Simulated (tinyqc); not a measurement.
# MOS inversion layer, Poisson-Schroedinger loop, step by step

Computed by the program tinyqc: `OMP_NUM_THREADS=1 python tinyqc.py 2160129 2160130 out.jsonl`, one thread of a shared Intel Xeon 2.30GHz, about 0.9 s for the whole run. Printed values are rounded.

Electrons confined at an insulator interface at z = 0, treated as a hard wall; parabolic valleys, Hartree approximation, no image or exchange terms. The depletion charge lies far deeper than the electrons and gives a uniform field q Nd/(eps0 eps_r); the gate balances all charge. Energies are counted from the band edge at the interface.

Parameters, values chosen for the exercise; masses and permittivity close to those of silicon (110): temperature T = 300 K; relative permittivity eps_r = 11.5; mass along z of valley set A (4 valley(s)) mz1 = 0.32 m0; in-plane density-of-states mass of set A md1 = 0.321 m0; mass along z of valley set B (2 valley(s)) mz2 = 0.193 m0; in-plane density-of-states mass of set B md2 = 0.412 m0; sheet density of electrons Ns = 5.2e11 cm^-2; sheet density of depletion charge Nd = 3.1e11 cm^-2; extra shift of set B (strain) dE = 0.03 eV; mesh step hz = 1.7 nm; mixing factor a = 0.3.

Constants: q = 1.602176634e-19 C, kB = 1.380649e-23 J/K, hbar = 1.054571817e-34 J s, m0 = 9.1093837015e-31 kg, Vt = kB T/q, eps0 = 8.8541878128e-14 F/cm where lengths are in cm, hbar^2/(2 m0) = 0.0380998212 eV nm^2. Results are converted to the units shown.

## Fixed part of the potential

| node | z (nm) |
|---|---|
| 1 | 1.7 |
| 2 | 3.4 |
| 3 | 5.1 |
| 4 | 6.8 |
| 5 | 8.5 |
| 6 | 10.2 |
| 7 | 11.9 |
| 8 | 13.6 |
| 9 | 15.3 |
| 10 | 17 |
| 11 | 18.7 |
| 12 | 20.4 |
| 13 | 22.1 |
| 14 | 23.8 |

V0 = q Nd z/(eps0 eps_r) in eV.

| node | fixed potential V0 (eV) |
|---|---|
| 1 | 0.0082923 |
| 2 | 0.0165846 |
| 3 | 0.0248769 |
| 4 | 0.0331692 |
| 5 | 0.0414614 |
| 6 | 0.0497537 |
| 7 | 0.0580460 |
| 8 | 0.0663383 |
| 9 | 0.0746306 |
| 10 | 0.0829229 |
| 11 | 0.0912152 |
| 12 | 0.0995075 |
| 13 | 0.1077998 |
| 14 | 0.1160920 |

## Round 1: levels and probability densities

| node | self-consistent potential U at the start (eV) |
|---|---|
| 1 | 0 |
| 2 | 0 |
| 3 | 0 |
| 4 | 0 |
| 5 | 0 |
| 6 | 0 |
| 7 | 0 |
| 8 | 0 |
| 9 | 0 |
| 10 | 0 |
| 11 | 0 |
| 12 | 0 |
| 13 | 0 |
| 14 | 0 |

Tridiagonal Hamiltonian with psi = 0 one step beyond both ends: H_ii = C (1/m_(i-1/2) + 1/m_(i+1/2))/hz^2 + V0_i + U_i (+ dE for the set B), H_(i,i+1) = -C/(m_(i+1/2) hz^2), C = hbar^2/(2 m0). The lowest 2 level(s) of each valley set are kept, normalised to hz sum |psi|^2 = 1. The mass is the same on all intervals.

levels (eV): A1 0.03263973, A2 0.05641614, B1 0.06878144, B2 0.09727503

| node | \|psi\|^2 of A1 (1/nm) | \|psi\|^2 of A2 (1/nm) | \|psi\|^2 of B1 (1/nm) | \|psi\|^2 of B2 (1/nm) |
|---|---|---|---|---|
| 1 | 0.1023439 | 0.0899401 | 0.0645221 | 0.0592716 |
| 2 | 0.2031850 | 0.0622417 | 0.1557450 | 0.0765585 |
| 3 | 0.1647903 | 0.0017761 | 0.1656787 | 0.0109402 |
| 4 | 0.0810175 | 0.0909061 | 0.1132806 | 0.0175360 |
| 5 | 0.0278841 | 0.1526751 | 0.0568602 | 0.0920049 |
| 6 | 0.0072406 | 0.1143325 | 0.0224075 | 0.1293093 |
| 7 | 0.0014858 | 0.0532888 | 0.0072205 | 0.1047365 |
| 8 | 0.0002487 | 0.0176064 | 0.0019555 | 0.0595061 |
| 9 | 0.0000348 | 0.0044211 | 0.0004541 | 0.0258895 |
| 10 | 0.0000041 | 0.0008816 | 0.0000918 | 0.0090615 |
| 11 | 0.0000004 | 0.0001439 | 0.0000163 | 0.0026305 |
| 12 | 0.0000000 | 0.0000196 | 0.0000026 | 0.0006431 |
| 13 | 0.0000000 | 0.0000022 | 0.0000004 | 0.0001299 |
| 14 | 0.0000000 | 0.0000002 | 0.0000000 | 0.0000176 |

## Round 1: Fermi level and occupations

Level k holds N_k = D_k Vt ln(1 + exp((EF - E_k)/Vt)) with D = 4 md1 m0 q/(pi hbar^2) for the set A, D = 2 md2 m0 q/(pi hbar^2) for the set B per eV (spin included); EF is fixed by sum N_k = Ns.

EF = -0.06432690 eV
N_k (cm^-2): A1 3.220590e11, A2 1.292815e11, B1 5.151566e10, B2 1.714380e10

## Round 1: density, output potential and mixing

n_i = sum_k N_k |psi_k|^2 (converted to cm^-3). Hartree part by Gauss: on the interval before node i the electrons still beyond are S_i = Ns - hz sum_(j<i) n_j, and U_i = U_(i-1) + q S_i hz/(eps0 eps_r) in eV, U_0 = 0 at the interface. Mixing: U(new) = U + a (U(out) - U).

| node | n (1e17 cm^-3) | U(out) (eV) | U after round 1 (eV) |
|---|---|---|---|
| 1 | 4.892840 | 0.01390965 | 0.00417289 |
| 2 | 8.282007 | 0.02559433 | 0.00767830 |
| 3 | 6.202443 | 0.03351287 | 0.01005386 |
| 4 | 4.398123 | 0.03861091 | 0.01158327 |
| 5 | 3.322490 | 0.04170897 | 0.01251269 |
| 6 | 2.048417 | 0.04329615 | 0.01298885 |
| 7 | 0.953532 | 0.04395185 | 0.01318555 |
| 8 | 0.347719 | 0.04417393 | 0.01325218 |
| 9 | 0.105001 | 0.04423790 | 0.01327137 |
| 10 | 0.027538 | 0.04425412 | 0.01327624 |
| 11 | 0.006467 | 0.04425781 | 0.01327734 |
| 12 | 0.001371 | 0.04425857 | 0.01327757 |
| 13 | 0.000254 | 0.04425870 | 0.01327761 |
| 14 | 0.000033 | 0.04425871 | 0.01327761 |

## Round 2: levels and probability densities

As before.

levels (eV): A1 0.0409990, A2 0.0671246, B1 0.0780813, B2 0.1085795

| node | \|psi\|^2 of A1 (1/nm) | \|psi\|^2 of A2 (1/nm) | \|psi\|^2 of B1 (1/nm) | \|psi\|^2 of B2 (1/nm) |
|---|---|---|---|---|
| 1 | 0.1290291 | 0.0985483 | 0.0795483 | 0.0645204 |
| 2 | 0.2205471 | 0.0446683 | 0.1739107 | 0.0687300 |
| 3 | 0.1515260 | 0.0123456 | 0.1653187 | 0.0038257 |
| 4 | 0.0632850 | 0.1202310 | 0.1010503 | 0.0316781 |
| 5 | 0.0187104 | 0.1552991 | 0.0456602 | 0.1086880 |
| 6 | 0.0042363 | 0.0996194 | 0.0163622 | 0.1314923 |
| 7 | 0.0007695 | 0.0414527 | 0.0048445 | 0.0970240 |
| 8 | 0.0001155 | 0.0125149 | 0.0012165 | 0.0514600 |
| 9 | 0.0000146 | 0.0029150 | 0.0002639 | 0.0211897 |
| 10 | 0.0000016 | 0.0005448 | 0.0000501 | 0.0070816 |
| 11 | 0.0000002 | 0.0000840 | 0.0000084 | 0.0019754 |
| 12 | 0.0000000 | 0.0000109 | 0.0000013 | 0.0004665 |
| 13 | 0.0000000 | 0.0000012 | 0.0000002 | 0.0000915 |
| 14 | 0.0000000 | 0.0000001 | 0.0000000 | 0.0000122 |

## Round 2: Fermi level and occupations

As before.

EF = -0.05521133 eV
N_k (cm^-2): A1 3.315061e11, A2 1.215900e11, B1 5.115068e10, B2 1.575324e10

## Round 2: density, output potential and mixing

As before.

| node | n (1e17 cm^-3) | U(out) (eV) | U after round 2 (eV) |
|---|---|---|---|
| 1 | 5.984176 | 0.01390965 | 0.00709392 |
| 2 | 8.852230 | 0.02509806 | 0.01290423 |
| 3 | 6.024932 | 0.03226102 | 0.01671601 |
| 4 | 4.126607 | 0.03668421 | 0.01911356 |
| 5 | 2.913316 | 0.03923088 | 0.02052815 |
| 6 | 1.642546 | 0.04045275 | 0.02122802 |
| 7 | 0.707157 | 0.04092769 | 0.02150820 |
| 8 | 0.243288 | 0.04108107 | 0.02160085 |
| 9 | 0.070660 | 0.04112380 | 0.02162710 |
| 10 | 0.018089 | 0.04113441 | 0.02163369 |
| 11 | 0.004181 | 0.04113679 | 0.02163518 |
| 12 | 0.000874 | 0.04113727 | 0.02163548 |
| 13 | 0.000160 | 0.04113735 | 0.02163553 |
| 14 | 0.000020 | 0.04113736 | 0.02163554 |

## Course of the self-consistent loop

Start from U = 0. Stop when the largest |U(out) - U| is below 1e-7 eV, or after 120 rounds.

Course of the iteration:

| round | level A1 (eV) | EF (eV) | largest \|U(out) - U\| (eV) |
|---|---|---|---|
| 1 | 0.03263973 | -0.06432690 | 0.0443 |
| 2 | 0.04099904 | -0.05521133 | 0.0279 |
| 3 | 0.04637383 | -0.04937559 | 0.0177 |
| 4 | 0.04991340 | -0.04555858 | 0.0114 |
| 5 | 0.05227751 | -0.04302819 | 7.37e-3 |
| 6 | 0.05387067 | -0.04133575 | 4.81e-3 |
| 7 | 0.05495076 | -0.04019665 | 3.17e-3 |
| 8 | 0.05568617 | -0.03942636 | 2.10e-3 |
| 9 | 0.05618852 | -0.03890353 | 1.41e-3 |
| ... | ... | ... | ... |
| 27 | 0.05729172 | -0.03777306 | 1.67e-6 |
| 28 | 0.05729218 | -0.03777260 | 1.16e-6 |
| 29 | 0.05729251 | -0.03777228 | 8.09e-7 |
| 30 | 0.05729273 | -0.03777206 | 5.64e-7 |
| 31 | 0.05729289 | -0.03777190 | 3.93e-7 |
| 32 | 0.05729300 | -0.03777179 | 2.73e-7 |
| 33 | 0.05729307 | -0.03777172 | 1.90e-7 |
| 34 | 0.05729313 | -0.03777167 | 1.33e-7 |
| 35 | 0.05729316 | -0.03777163 | 9.25e-8 |

Converged in 35 rounds. Towards the end the residual shrinks by a factor of about 0.70 a round.

## Converged levels, occupations and centroid

| node | converged U (eV) |
|---|---|
| 1 | 0.01390957 |
| 2 | 0.02419488 |
| 3 | 0.03021633 |
| 4 | 0.03370875 |
| 5 | 0.03556711 |
| 6 | 0.03638503 |
| 7 | 0.03668027 |
| 8 | 0.03677059 |
| 9 | 0.03679490 |
| 10 | 0.03680080 |
| 11 | 0.03680210 |
| 12 | 0.03680236 |
| 13 | 0.03680240 |
| 14 | 0.03680240 |

Solve for the levels with V0 + U, find EF, n_i = sum_k N_k |psi_k|^2 (in cm^-3); share of each level N_k/Ns; centroid sum n z/sum n.

levels (eV): A1 0.0572932, A2 0.0872189, B1 0.0960407, B2 0.1295324
EF = -0.03777163 eV
shares (%): A1 66.60392, A2 21.10982, B1 9.64145, B2 2.64482

| node | n (1e17 cm^-3) |
|---|---|
| 1 | 7.970112 |
| 2 | 9.376569 |
| 3 | 5.561506 |
| 4 | 3.593398 |
| 5 | 2.287998 |
| 6 | 1.149398 |
| 7 | 0.450625 |
| 8 | 0.145181 |
| 9 | 0.040474 |
| 10 | 0.010112 |
| 11 | 0.002296 |
| 12 | 0.000472 |
| 13 | 0.000084 |
| 14 | 0.000011 |

centroid = 4.497902 nm

An 800-node mesh to 42 nm with 8 levels a set gives A1 = 0.05883 eV, EF = -0.03932 eV and a centroid of 5.621 nm; the levels kept above hold 86.0 % of the electrons there. The coarse centroid is 20 % below the fine one.

## Closed-form estimates

Triangular well: E_k = a_k (C F^2/mz)^(1/3), a_1 = 2.338107, a_2 = 4.087949, C = hbar^2/(2 m0), F in eV/nm. Fang-Howard (all electrons in the lowest level of set A): b^3 = 6 (mz1/C) q (Nd + 11 Ns/32)/(eps0 eps_r), centroid 3/b, level C b^2/(4 mz1) + (3/b) q (Nd + 11 Ns/16)/(eps0 eps_r). Use F = q (Nd + Ns)/(eps0 eps_r), the surface field, and F = q (Nd + Ns/2)/(eps0 eps_r).

A1 with the surface field = 0.06378963 eV
A1 with Nd + Ns/2 = 0.04965327 eV
A2 with Nd + Ns/2 = 0.08681384 eV
b = 0.7290819 1/nm
Fang-Howard centroid = 4.114764 nm
Fang-Howard level = 0.05903969 eV

Against the self-consistent A1 = 0.05883 eV on a fine mesh, the surface-field estimate is 8.4 % above it, the half-charge one 16 % below it and Fang-Howard 0.35 % above it. A1 holds 59.2 % of the electrons, and the Fang-Howard centroid is 27 % below the full one.
